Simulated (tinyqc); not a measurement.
Short-channel transistor, virtual-source model with series resistance: one step of the calculation.

The current per gate width is the charge at the top of the source barrier (the virtual source) times its velocity times a saturation function; al and be are fitting constants of the model. Units: I in uA/um, Rs in ohm um, so I Rs = 1e-6 I Rs in volts; Q in uC/cm^2, so I = 1e-4 Q vx0 Fsat with vx0 in cm/s.

Problem. What the series resistance costs. Intrinsic voltages Vg' = Vgs - I Rs, Vd' = Vds - 2 I Rs. n = n0 + nd Vd', VT = VT0 - dl Vd', Ff = 1/(1 + exp((Vg' - VT + al Vt/2)/(al Vt))), Q = Cinv n Vt ln(1 + exp((Vg' - VT + al Vt Ff)/(n Vt))), Vdsat = (vx0 L/mu)(1 - Ff) + Vt Ff, Fsat = u/(1 + u^be)^(1/be) with u = Vd'/Vdsat, and I = Q vx0 Fsat per width. I0 is the current for Rs = 0. Effective velocity I/Q; transit time L Q/I.

Values chosen for this exercise:
```
symbol   value        unit                                                         meaning
T          350           K                                                     temperature
Cinv      2.48     uF/cm^2                                           inversion capacitance
vx0     3.21e7        cm/s                                  velocity at the virtual source
mu          97  cm^2/(V s)                                               apparent mobility
L           65          nm                                                  channel length
VT0      0.423           V                                 threshold at zero drain voltage
dl       0.179         V/V                                  drain-induced barrier lowering
n0        1.54                                                         subthreshold factor
nd        0.05         1/V                                  growth of n with drain voltage
al         3.5              threshold shift (in units of Vt) from weak to strong inversion
be         1.6                                                     sharpness of saturation
Rs          90      ohm um                               series resistance of each contact
Vgs       0.57           V                                                    gate voltage
Vds       0.45           V                                                   drain voltage
```

Constants: q = 1.602176634e-19 C, kB = 1.380649e-23 J/K, Vt = kB T/q. Results are converted to the units shown.

converged I = 306.94926 uA/um
I0 = 395.93960 uA/um

Wanted: loss against I0; effective velocity; transit time.

Solution.

loss against I0 = 22.48 %
effective velocity = 6.179e6 cm/s
transit time = 1.052 ps

Program tinyqc, `OMP_NUM_THREADS=1 python tinyqc.py 2380097 2380098 out.jsonl`; Intel Xeon 2.30GHz, shared host, one thread, about 0.01 s.
